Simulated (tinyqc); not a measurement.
From results back to parameters: Peierls distortion of a half-filled chain. Three cases, with inputs chosen for the exercise.

Problem. The gap 2D and the difference 4 u0 between long and short bonds are given; al and K are hidden. Equilibrium: 1 = (4 al^2/K) mean(sin^2 x/|E|).

Atoms move by +/- u, so bonds change by -/+ 2u and hoppings are t +/- 2 al u. Bands E = -/+ sqrt((2 t cos x)^2 + D^2 sin^2 x) with D = 4 al u, x = k a in (0, pi/2); the gap is 2D. Energy per atom at zero temperature: E(u) = -mean_x sqrt(...) + 2 K u^2; exactly, the mean is (4t/pi) E(1 - z^2), z = D/2t, E the complete elliptic integral of the second kind with parameter m. Coupling lambda = 2 al^2/(pi t K).

Find: al; mean(sin^2 x/|E|); K.

Method. gap = 8 al u0 = 2 al (4 u0) gives al; the mean follows from t and D, equal to (K(m) - E(m))/(pi t m) with m = 1 - z^2; then K = 4 al^2 mean.

Case 1.

Values chosen: t = 1.71 eV (hopping of the even chain).
gap = 1.33189 eV
4 u0 = 0.208108 angstrom

Solution.

al = 3.20 eV/angstrom
mean(sin^2 x/|E|) = 0.3857 1/eV
K = 15.8 eV/angstrom^2

Case 2.

Values chosen: t = 1.72 eV (hopping of the even chain).
gap = 0.78312 eV
4 u0 = 0.076776 angstrom

Solution.

al = 5.10 eV/angstrom
mean(sin^2 x/|E|) = 0.4777 1/eV
K = 49.7 eV/angstrom^2

Case 3.

Values chosen: t = 2.24 eV (hopping of the even chain).
gap = 1.16258 eV
4 u0 = 0.113978 angstrom

Solution.

al = 5.10 eV/angstrom
mean(sin^2 x/|E|) = 0.3489 1/eV
K = 36.3 eV/angstrom^2

Computed by tinyqc, one run a case: `OMP_NUM_THREADS=1 python tinyqc.py N N+1 out.jsonl` with N = 1680688, 1680882, 1680891; one thread of a shared Intel(R) Xeon(R) Processor @ 2.30GHz, about 0.09 s a run at most.
